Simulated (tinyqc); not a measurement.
From T_e back to pressure p: global model of a low-pressure process discharge: electron temperature, density, ion flux and ion energy. Computed by tinyqc, a small Python program. Command: `OMP_NUM_THREADS=1 python tinyqc.py 3111845 3111846 out.jsonl plasma inv`. One thread of a shared host (Intel(R) Xeon(R) Processor @ 2.30GHz), about 0.01 s of CPU time with the checks.

Maxwellian electrons with temperature T_e in eV, one positive ion, no negative ions, uniform bulk density n; rate constants have the Arrhenius form.

Inputs (values chosen for the exercise, of the order of those of an inductive discharge in a simple atomic gas):

| quantity | value | unit |
|---|---|---|
| ion mass M | 32 | u |
| ionisation prefactor K0 | 6.4e-14 | m^3/s |
| ionisation energy E_iz | 16.2 | eV |
| ion-neutral cross section | 7.2e-19 | m^2 |
| gas temperature T_g | 600 | K |
| radius R | 16 | cm |
| height L | 7.9 | cm |

Constants: k_B = 1.380649e-23 J/K; e = 1.602176634e-19 C; u = 1.6605390666e-27 kg.

Method:
- n_g = p/(k_B T_g); lambda_i = 1/(n_g sigma); h_L = 0.86/sqrt(3 + L/(2 lambda_i)), h_R = 0.8/sqrt(4 + R/lambda_i); A_eff = 2 pi R^2 h_L + 2 pi R L h_R; d_eff = pi R^2 L/A_eff.
- Particle balance: K0 exp(-E_iz/T_e) n_g d_eff = u_B, u_B = sqrt(e T_e/M).
- Root found by bracketing.

Problem. A run gave the result below. Find the pressure p, known to lie between 1.2 and 2.6 Pa.

T_e = 2.607021 eV

Solution.

Each step takes the trial c = (a f_b - b f_a)/(f_b - f_a), f being the result less the target and a, b, c the logarithms of the listed values; c replaces end b, the old b replaces a if the sign of f changed, and otherwise f_a is halved.

Scan of the range:

| pressure p (Pa) | T_e (eV) |
|---|---|
| 1.20 | 2.82972 |
| 1.37 | 2.73816 |
| 1.55 | 2.65744 |
| 1.77 | 2.57525 |
| 2.01 | 2.50063 |
| 2.29 | 2.42802 |
| 2.60 | 2.36088 |

False position (Illinois rule, in the logarithm of the input) inside the bracket:

| step | end a | end b | trial | T_e (eV) |
|---|---|---|---|---|
| 1 | 1.55000 | 1.77000 | 1.68148 | 2.60648 |
| 2 | 1.55000 | 1.68148 | 1.67861 | 2.60753 |
| 3 | 1.68148 | 1.67861 | 1.68000 | 2.60702 |
| 4 | 1.67861 | 1.68000 | 1.68000 | 2.60702 |

T_e falls at every point of a 13-point scan of the range (every second point is shown), so one value fits; it is bracketed by 1.55 and 1.77. Answer: pressure p = 1.680 Pa.
